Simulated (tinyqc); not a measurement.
Inside a calculation. Method: tight binding, dimerised chain. One step of it, computed by the program tinyqc.

Task: Levels at X. Diagonalise the Hermitian matrix.

H(k) at X (eV), order A, B:
$$\begin{pmatrix}
0.080000 & -0.720000 \\
-0.720000 & -0.080000
\end{pmatrix}$$

Give: eigenvalues; weights |c|^2 of the basis functions.

Result:

eigenvalues (eV): [-0.7244, 0.7244]

weights |c|^2 of the basis functions, order A, B:
$$\begin{pmatrix}
0.4448 & 0.5552 \\
0.5552 & 0.4448
\end{pmatrix}$$
